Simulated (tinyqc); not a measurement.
MOSFET in the linear regime without short-channel effects, parameter extraction from computed curves: extraction methods against the drawn gate length.

Inversion charge Q = Cox n Vt W0(exp((Vg - VT)/(n Vt))), W0 the Lambert function and n = nf; u = Q/Cox; mobility mu = mu0/(1 + th1 u + th2 u^2); channel resistance Rch = (L - dL)/(W mu Q); Id = Vd/(Rch + Rsd/W). Cox = eps0 eox/tox. Small Vd, no channel-length or drain effects.

From the continuous curve Id(Vg): tangent at peak gm (V_ext = Vg - Id/gm); constant current Id = 0.1 uA W/L; peak of d2Id/dVg2; Y = Id/sqrt(gm) drawn through Vg = VT + 0.6 and VT + 0.8 V, with intercept VT_Y and slope s. Mobilities gm,max L/(W Cox Vd) and s^2 L/(W Cox Vd) with the drawn L. Last column: share of Rsd/W in the total resistance at VT + 0.8 V.

Inputs (values chosen for the exercise); channel values of the order met in silicon transistors: temperature T = 77 K; relative permittivity of the gate insulator (close to silicon dioxide) eox = 3.9; insulator thickness tox = 1 nm; low-field mobility mu0 = 460 cm^2/(V s); first mobility attenuation factor th1 = 0.53 1/V; second mobility attenuation factor th2 = 0.05 1/V^2; threshold voltage VT = 0.2 V; body factor nf = 1.06; gate width W = 1 um; drawn less effective length dL = 0.019 um; source plus drain resistance Rsd = 400 ohm um; drain voltage Vd = 0.02 V.

Constants: q = 1.602176634e-19 C, kB = 1.380649e-23 J/K, Vt = kB T/q, eps0 = 8.8541878128e-14 F/cm where lengths are in cm. Results are converted to the units shown.

Results:
columns A: L (um); B: V_ext (V); C: constant current (V); D: second derivative (V); E: VT_Y (V); F: mobility from gm (cm^2/(V s)); G: mobility from Y (cm^2/(V s)); H: series share (%)
```
A          B      C      D      E    F       G     H
0.03   0.187  0.189  0.191  0.236  317  1.32e3  96.9
0.062  0.193  0.194  0.196  0.236  299     695  88.8
0.13   0.197  0.196  0.197  0.236  315     565  75.4
0.27   0.200  0.197  0.198  0.236  336     519  57.5
1.2    0.204  0.197  0.199  0.236  370     490  22.3
2.4    0.205  0.197  0.199  0.236  378     486  12.5
5      0.206  0.197  0.199  0.236  383     484  6.38
```

Estimate the missing row, L = 0.56 um.

Computed row:
columns A: L (um); B: V_ext (V); C: constant current (V); D: second derivative (V); E: VT_Y (V); F: mobility from gm (cm^2/(V s)); G: mobility from Y (cm^2/(V s)); H: series share (%)
```
A         B      C      D      E    F    G     H
0.56  0.202  0.197  0.198  0.236  355  499  38.5
```

With this row back in the table: The model has VT = 0.2 V and mu0 = 460 cm^2/(V s). Over the table the extracted thresholds move by 18 mV (tangent), 8.5 mV (constant current), 7.5 mV (second derivative), under 0.5 mV (Y function). The mobility from gm goes from 317 through a minimum of 299 (at L = 0.062 among the rows listed) to 383 and that from Y falls from 1320 to 484 cm^2/(V s).

Program tinyqc, `OMP_NUM_THREADS=1 python tinyqc.py 2210071 2210072 out.jsonl`; Intel Xeon 2.30GHz, shared host, one thread, about 0.01 s.
